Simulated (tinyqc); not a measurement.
Quantum-well laser, gain and threshold: one step of the calculation.

One electron and one heavy-hole subband per well, parabolic, with equal sheet densities n of electrons and holes; k-conserving transitions, TE polarisation, no line broadening, so the gain starts as a step at E0 and peaks there. All wells are pumped alike.

Task. Threshold density by Newton steps. fe = 1 - exp(-n/Nc) and fh = 1 - exp(-n/Nv) are the fillings of the two band edges; f = g0 (fe + fh - 1) - gth; f' = g0 [(1 - fe)/Nc + (1 - fh)/Nv]; n(new) = n - f/f'.

n after iteration 1 = 1.2672732e12 cm^-2
Nc = 1.1339154e12 cm^-2
Nv = 4.1036937e12 cm^-2
g0(E0) = 7174.6457 1/cm
gth = 580.11788 1/cm

Wanted: fe; fh; f; f'; n after iteration 2.

Result.

fe = 0.67294
fh = 0.26568
f = -1020.5 1/cm
f' = 3.3533e-9 cm
n after iteration 2 = 1.5716e12 cm^-2

Range of the model: The second hole subband, left out here, lies within about 2 Vt of the first in a well this wide.

Program tinyqc, `OMP_NUM_THREADS=1 python tinyqc.py 2840106 2840107 out.jsonl`; Intel Xeon 2.30GHz, shared host, one thread, about 0.02 s.
